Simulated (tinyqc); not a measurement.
RKS/PBE0 in the sto-3g basis, for H3+, spin multiplicity 1, step by step. Computed by tinyqc, a small Python program that keeps every step (integrals from PySCF). Settings: charge = 1, multiplicity = 1, basis = sto-3g, energy threshold = 1e-09, iteration cap = 78, orthogonalisation = canonical, start = atomic densities, DIIS depth = 6, method = RKS, functional = pbe0, grid = [15, 14]. Command: `OMP_NUM_THREADS=1 python tinyqc.py 29489 29490 out.jsonl` (the two numbers bound the seeds that draw the settings). One thread of a shared host (Intel(R) Xeon(R) Processor @ 2.60GHz), about 0.3 s of CPU time with the checks. Later iterations appear only in the table of the cycle.

## One-electron integrals

Geometry (angstrom):
```
atom        x        y        z
H     0.00000  0.00000  0.00000
H     0.00000  0.00000  1.51200
H     0.00000  1.31000  0.75600
```

Basis sto-3g: exponents (1/bohr^2) and contraction coefficients of normalised primitives:
```
element  l (shell)  exponent  coefficient
H            s (1)   3.42525      0.15433
H            s (1)   0.62391      0.53533
H            s (1)   0.16886      0.44463
```

Overlap, kinetic and nuclear-attraction integrals over the contracted functions; the nuclear repulsion is the sum of Za Zb / Rab.

nuclear repulsion = 1.0497265 hartree

overlap S:
```
         1H 1s    2H 1s    3H 1s
1H 1s  1.00000  0.25241  0.25223
2H 1s  0.25241  1.00000  0.25223
3H 1s  0.25223  0.25223  1.00000
```

kinetic energy T (hartree):
```
         1H 1s    2H 1s    3H 1s
1H 1s  0.76003  0.00864  0.00860
2H 1s  0.00864  0.76003  0.00860
3H 1s  0.00860  0.00860  0.76003
```

nuclear attraction V (hartree):
```
          1H 1s     2H 1s     3H 1s
1H 1s  -1.92378  -0.42326  -0.42293
2H 1s  -0.42326  -1.92378  -0.42293
3H 1s  -0.42293  -0.42293  -1.92367
```

core Hamiltonian H = T + V (hartree):
```
          1H 1s     2H 1s     3H 1s
1H 1s  -1.16375  -0.41462  -0.41433
2H 1s  -0.41462  -1.16375  -0.41433
3H 1s  -0.41433  -0.41433  -1.16364
```

## Two-electron integrals

Functions are numbered as in S; the eight-fold symmetry (ij|kl) = (ji|kl) = (kl|ij) leaves the list below.

Two-electron integrals (ij|kl) in chemists' order, unique and non-zero (hartree):
```
(11|11) 0.77461   (21|11) 0.13487   (21|21) 0.03606   (22|11) 0.34333
(22|21) 0.13487   (22|22) 0.77461   (31|11) 0.13476   (31|21) 0.03034
(31|22) 0.09402   (31|31) 0.03601   (32|11) 0.09402   (32|21) 0.03034
(32|22) 0.13476   (32|31) 0.03032   (32|32) 0.03601   (33|11) 0.34323
(33|21) 0.09407   (33|22) 0.34323   (33|31) 0.13476   (33|32) 0.13476
(33|33) 0.77461
```

## Orthogonalisation

S = U s U^T; canonical form X = U s^(-1/2), so that X^T S X = 1. Each column of U has its largest component positive (the first on a tie).

eigenvalues of S: 0.74759  0.74783  1.50457

X:
```
              1         2        3
1H 1s   0.81781  -0.47201  0.47072
2H 1s  -0.81781  -0.47201  0.47072
3H 1s   0.00000   0.94425  0.47061
```

## Starting guess

The start is atomic minimal-basis densities projected into this basis (PySCF's MINAO start) and scaled to the electron count of each spin; this density is not idempotent, so its energy is not variational and may lie below the converged one.

D at the start:
```
         1H 1s    2H 1s    3H 1s
1H 1s  0.64353  0.04586  0.04584
2H 1s  0.04586  0.64353  0.04584
3H 1s  0.04584  0.04584  0.64354
```

## Iteration 1: exchange-correlation on the grid

Becke grid with 15 radial and 14 angular points per atom, points of zero weight dropped. rho = sum D_ij phi_i phi_j; V_xc,ij = sum w v_xc phi_i phi_j plus the gradient terms; v_xc is d(rho eps)/d rho at fixed gradient. Exact exchange is left to K.

The 16 grid points with the largest w rho, of 624 (bohr, atomic units):
```
x                y         z        w      rho  |grad rho|^2    eps_xc      v_xc
-0.67494   0.67494   0.67494  0.50201  0.02672       0.00232  -0.21134  -0.25494
0.67494    0.67494   0.67494  0.50201  0.02672       0.00232  -0.21134  -0.25494
0.67494    0.67494   2.18232  0.50201  0.02672       0.00232  -0.21134  -0.25494
-0.67494   0.67494   2.18232  0.50201  0.02672       0.00232  -0.21134  -0.25494
-0.67494   1.80060   2.10358  0.49884  0.02566       0.00238  -0.20990  -0.24909
0.67494    1.80060   2.10358  0.49884  0.02566       0.00238  -0.20990  -0.24909
0.67494    1.80060   0.75369  0.49884  0.02566       0.00238  -0.20990  -0.24909
-0.67494   1.80060   0.75369  0.49884  0.02566       0.00238  -0.20990  -0.24909
0.00000    1.30650   1.42863  0.41402  0.03070       0.00152  -0.21698  -0.27853
0.67494   -0.67494   0.67494  0.52611  0.02363       0.00261  -0.20819  -0.23663
-0.67494  -0.67494   0.67494  0.52611  0.02363       0.00261  -0.20819  -0.23663
-0.67494  -0.67494   2.18232  0.52611  0.02363       0.00261  -0.20819  -0.23663
0.67494   -0.67494   2.18232  0.52611  0.02363       0.00261  -0.20819  -0.23663
-0.67494   0.67494  -0.67494  0.53981  0.02249       0.00264  -0.20709  -0.23053
0.67494    0.67494  -0.67494  0.53981  0.02249       0.00264  -0.20709  -0.23053
0.67494    0.67494   3.53221  0.53981  0.02249       0.00264  -0.20709  -0.23053
```

electrons on the grid, sum of w rho = 1.99999

E_xc = sum of w rho eps_xc = -0.4579211 hartree

V_xc (hartree):
```
          1H 1s     2H 1s     3H 1s
1H 1s  -0.29377  -0.06233  -0.06313
2H 1s  -0.06233  -0.29377  -0.06313
3H 1s  -0.06313  -0.06313  -0.29533
```

## Iteration 1: building the Kohn-Sham matrix

J_ij = sum D_kl (ij|kl), K_ij = sum D_kl (ik|jl); F = H + J - 0.125 K + V_xc; E = tr D H + tr D J / 2 - 0.0625 tr D K + E_xc + E_nn.

Coulomb J (hartree):
```
         1H 1s    2H 1s    3H 1s
1H 1s  0.97366  0.24300  0.24282
2H 1s  0.24300  0.97366  0.24282
3H 1s  0.24282  0.24282  0.97359
```

exchange K (hartree):
```
         1H 1s    2H 1s    3H 1s
1H 1s  0.57237  0.22191  0.22176
2H 1s  0.22191  0.57237  0.22176
3H 1s  0.22176  0.22176  0.57233
```

Kohn-Sham matrix F (hartree):
```
          1H 1s     2H 1s     3H 1s
1H 1s  -0.55541  -0.26169  -0.26236
2H 1s  -0.26169  -0.55541  -0.26236
3H 1s  -0.26236  -0.26236  -0.55691
```

total energy of this density = -0.8684810 hartree

This density is the starting one; it is not idempotent, so its energy is not variational and may lie below the converged one.

## Iteration 1: diagonalisation and new density

Diagonalise F' = X^T F X, C = X C', fill 1 alpha and 1 beta electrons from the bottom; D = 2 C_occ C_occ^T. Each column has its largest component positive (the first on a tie).

F' = X^T F X (hartree):
```
          1         2         3
1  -0.39289   0.00000   0.00000
2   0.00000  -0.39290  -0.00105
3   0.00000  -0.00105  -0.71794
```

orbital energies (hartree): MO1 -0.71794, MO2 -0.39290, MO3 -0.39289

coefficients C:
```
           MO1       MO2       MO3
1H 1s  0.46919  -0.47353   0.81781
2H 1s  0.46919  -0.47353  -0.81781
3H 1s  0.47367   0.94272   0.00000
```

D after iteration 1:
```
         1H 1s    2H 1s    3H 1s
1H 1s  0.44029  0.44029  0.44448
2H 1s  0.44029  0.44029  0.44448
3H 1s  0.44448  0.44448  0.44872
```

Within a degenerate level the vectors are fixed only up to a rotation; this is one choice.

## Iteration 2: exchange-correlation on the grid

As before.

The 16 grid points with the largest w rho, of 624 (bohr, atomic units):
```
x               y        z        w      rho  |grad rho|^2    eps_xc      v_xc
0.00000   1.30650  1.42863  0.41402  0.04653       0.00069  -0.24626  -0.32109
-0.95141  0.95141  0.95141  0.85993  0.02182       0.00086  -0.19641  -0.24862
0.95141   0.95141  0.95141  0.85993  0.02182       0.00086  -0.19641  -0.24862
-0.95141  0.95141  1.90586  0.85993  0.02182       0.00086  -0.19641  -0.24862
0.95141   0.95141  1.90586  0.85993  0.02182       0.00086  -0.19641  -0.24862
-0.67494  0.67494  0.67494  0.50201  0.03519       0.00209  -0.22602  -0.29020
0.67494   0.67494  0.67494  0.50201  0.03519       0.00209  -0.22602  -0.29020
-0.67494  0.67494  2.18232  0.50201  0.03519       0.00209  -0.22602  -0.29020
0.67494   0.67494  2.18232  0.50201  0.03519       0.00209  -0.22602  -0.29020
0.00000   0.82765  1.42863  0.41383  0.04127      1.39e-07  -0.23840  -0.30910
0.00000   0.00000  1.16904  0.38280  0.04372       0.00068  -0.24165  -0.31518
0.00000   0.00000  1.68823  0.38280  0.04372       0.00068  -0.24165  -0.31518
0.67494   1.80060  0.75369  0.49884  0.03138       0.00217  -0.21913  -0.27638
-0.67494  1.80060  0.75369  0.49884  0.03138       0.00217  -0.21913  -0.27638
0.67494   1.80060  2.10358  0.49884  0.03138       0.00217  -0.21913  -0.27638
-0.67494  1.80060  2.10358  0.49884  0.03138       0.00217  -0.21913  -0.27638
```

electrons on the grid, sum of w rho = 1.99923

E_xc = sum of w rho eps_xc = -0.4360563 hartree

V_xc (hartree):
```
          1H 1s     2H 1s     3H 1s
1H 1s  -0.28813  -0.06508  -0.06619
2H 1s  -0.06508  -0.28813  -0.06619
3H 1s  -0.06619  -0.06619  -0.29103
```

## Iteration 2: building the Kohn-Sham matrix

As before.

Coulomb J (hartree):
```
         1H 1s    2H 1s    3H 1s
1H 1s  0.96838  0.24668  0.24689
2H 1s  0.24668  0.96838  0.24689
3H 1s  0.24689  0.24689  0.97226
```

exchange K (hartree):
```
         1H 1s    2H 1s    3H 1s
1H 1s  0.63862  0.40998  0.41178
2H 1s  0.40998  0.63862  0.41178
3H 1s  0.41178  0.41178  0.64559
```

Kohn-Sham matrix F (hartree):
```
          1H 1s     2H 1s     3H 1s
1H 1s  -0.56333  -0.28427  -0.28510
2H 1s  -0.28427  -0.56333  -0.28510
3H 1s  -0.28510  -0.28510  -0.56312
```

total energy of this density = -1.1839893 hartree

## Iteration 2: DIIS over 2 matrices

error matrix X^T (FDS - SDF) X:
```
         1         2        3
1  0.00000   0.00000  0.00000
2  0.00000   0.00000  0.00174
3  0.00000  -0.00174  0.00000
```

B (overlaps of the stored error matrices):
```
                1               2
1   9.4863763e-07  -2.4015632e-06
2  -2.4015632e-06   6.0797775e-06
```

Minimise |sum c_i e_i|^2 with sum c_i = 1: solve [B -1; -1 0][c; lambda] = [0; -1] with B_ij = tr e_i^T e_j, and take F = sum c_i F_i.

DIIS coefficients: 0.71684  0.28316

extrapolated F (hartree):
```
          1H 1s     2H 1s     3H 1s
1H 1s  -0.55765  -0.26808  -0.26880
2H 1s  -0.26808  -0.55765  -0.26880
3H 1s  -0.26880  -0.26880  -0.55867
```

## Iteration 2: diagonalisation and new density

As before.

F' = X^T F X (hartree):
```
          1         2         3
1  -0.38733   0.00000   0.00000
2   0.00000  -0.38684  -0.00086
3   0.00000  -0.00086  -0.72786
```

orbital energies (hartree): MO1 -0.72786, MO2 -0.38733, MO3 -0.38683

coefficients C:
```
           MO1       MO2       MO3
1H 1s  0.46954   0.81781  -0.47319
2H 1s  0.46954  -0.81781  -0.47319
3H 1s  0.47299   0.00000   0.94306
```

D after iteration 2:
```
         1H 1s    2H 1s    3H 1s
1H 1s  0.44093  0.44093  0.44417
2H 1s  0.44093  0.44093  0.44417
3H 1s  0.44417  0.44417  0.44743
```

## Iteration 9 (converged): orbitals

converged F (hartree):
```
          1H 1s     2H 1s     3H 1s
1H 1s  -0.56306  -0.28425  -0.28511
2H 1s  -0.28425  -0.56306  -0.28511
3H 1s  -0.28511  -0.28511  -0.56366
```

As before.

F' = X^T F X (hartree):
```
          1         2         3
1  -0.37294   0.00000   0.00000
2   0.00000  -0.37183  -0.00073
3   0.00000  -0.00073  -0.75297
```

orbital energies (hartree): MO1 -0.75298, MO2 -0.37294, MO3 -0.37183

coefficients C:
```
           MO1       MO2       MO3
1H 1s  0.46981   0.81781  -0.47292
2H 1s  0.46981  -0.81781  -0.47292
3H 1s  0.47243   0.00000   0.94334
```

D after iteration 9:
```
         1H 1s    2H 1s    3H 1s
1H 1s  0.44145  0.44145  0.44391
2H 1s  0.44145  0.44145  0.44391
3H 1s  0.44391  0.44391  0.44638
```

## Convergence

Stop when the energy changes by less than 1e-09 hartree and every element of the error matrix X^T (F D S - S D F) X is below 9e-06.

Course of the cycle:
```
iteration  E (hartree)     change  largest element of the error matrix
1           -0.8684810          -                             6.89e-04
2           -1.1839893  -3.16e-01                             1.74e-03
3           -1.1839911  -1.83e-06                             7.80e-04
4           -1.1839913  -1.51e-07                             6.38e-04
5           -1.1839914  -8.14e-08                             5.47e-04
6           -1.1839914  -5.18e-08                             4.80e-04
7           -1.1839915  -3.58e-08                             4.27e-04
8           -1.1839916  -1.37e-07                             2.92e-08
9           -1.1839916   4.44e-16                             2.02e-09
```

PySCF RKS in the same basis, fine grid = -1.1836637 hartree

Converged in 9 iterations. The coarse grid moves the energy by -3.28e-04 hartree.

## Populations, bond orders and dipole

Mulliken: Z minus the diagonal of D S on the atom; Loewdin: the same with S^(1/2) D S^(1/2); Mayer order: 2 sum_s sum (D(s) S)_ij (D(s) S)_ji over the two atoms.

Charges (e):
```
atom  Mulliken  Loewdin
1H     0.33516  0.33505
2H     0.33516  0.33505
3H     0.32968  0.32991
```

Mayer bond orders:
```
pair    order
2-1   0.44201
3-1   0.44565
3-2   0.44565
```

dipole moment about the origin, x y z (debye): 0.00000  2.07443  3.63122
